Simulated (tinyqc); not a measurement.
Semiconductor laser, carrier and photon rate equations: effect of the confinement factor on threshold and bandwidth.

Carrier density N and photon density S in one mode: dN/dt = F1 = eta I/(q V) - (A N + B N^2 + C N^3) - vg g S; dS/dt = F2 = G vg g S + G be B N^2 - S/tp, with g = g0 ln(N/Ntr)/(1 + ec S). Output power P = Fo Eph S V/(G tp). No heating, no carrier transport.

gth = 1/(G vg tp), Nth = Ntr exp(gth/g0), Ith = q V (A Nth + B Nth^2 + C Nth^3)/eta. N and S are the steady state (F1 = F2 = 0, S > 0). Jacobian, with a = g0/(N (1 + ec S)) and d = g/(1 + ec S): J11 = -(A + 2 B N + 3 C N^2) - vg a S, J12 = -vg d, J21 = G vg a S + 2 G be B N, J22 = G vg d - 1/tp. wR^2 = det J, gamma = -trace J, fR = wR/(2 pi); the response wR^2/(wR^2 - w^2 + i gamma w) falls to 1/sqrt(2) at w^2 = x + sqrt(x^2 + wR^4), x = wR^2 - gamma^2/2 (f3dB = w/(2 pi)).

Inputs (values chosen for the exercise):

| symbol | value | unit | meaning |
|---|---|---|---|
| V | 3.3e-12 | cm^3 | active volume |
| vg | 7.63e9 | cm/s | group velocity |
| g0 | 2100 | 1/cm | gain coefficient |
| Ntr | 1.5e18 | cm^-3 | transparency density |
| ec | 3e-17 | cm^3 | gain compression |
| tp | 1.9 | ps | photon lifetime |
| A | 2.1e7 | 1/s | defect recombination coefficient |
| B | 7.6e-11 | cm^3/s | radiative coefficient |
| C | 4.6e-30 | cm^6/s | Auger coefficient |
| be | 0.00024 |  | share of spontaneous emission into the mode |
| eta | 0.7 |  | injection efficiency |
| Fo | 0.56 |  | share of cavity losses that is output |
| Eph | 0.95 | eV | photon energy |
| I | 1.9 | mA | drive current |

Constants: q = 1.602176634e-19 C. Results are converted to the units shown.

Result of one run:
```
Ith (mA)  P (mW)  fR (GHz)  gamma (1/ns)  f3dB (GHz)
0.3346    0.5820     5.921         8.649       9.112
```

Which confinement factor G gave this result: 0.043, 0.055, 0.091 or 0.15?

G = 0.091.

The whole series:
```
G      Ith (mA)  P (mW)  fR (GHz)  gamma (1/ns)  f3dB (GHz)
0.043    0.7622  0.4222     2.849         3.257       4.401
0.055    0.5400  0.5051     3.823         4.619       5.902
0.07     0.4161  0.5515     4.797         6.303       7.396
0.091    0.3346  0.5820     5.921         8.649       9.112
0.12     0.2812  0.6020     7.208         11.88       11.06
0.15     0.2524  0.6128     8.339         15.20       12.76
0.19     0.2305  0.6210     9.643         19.61       14.70
```

As G goes from 0.043 to 0.19, Ith falls from 0.762 to 0.230 mA, fR rises from 2.85 to 9.64 GHz, gamma rises from 3.26 to 19.6 1/ns and f3dB rises from 4.40 to 14.7 GHz.

Numbers from tinyqc (`OMP_NUM_THREADS=1 python tinyqc.py 2840035 2840036 out.jsonl`; about 0.01 s on one thread of a shared Intel Xeon 2.30GHz).
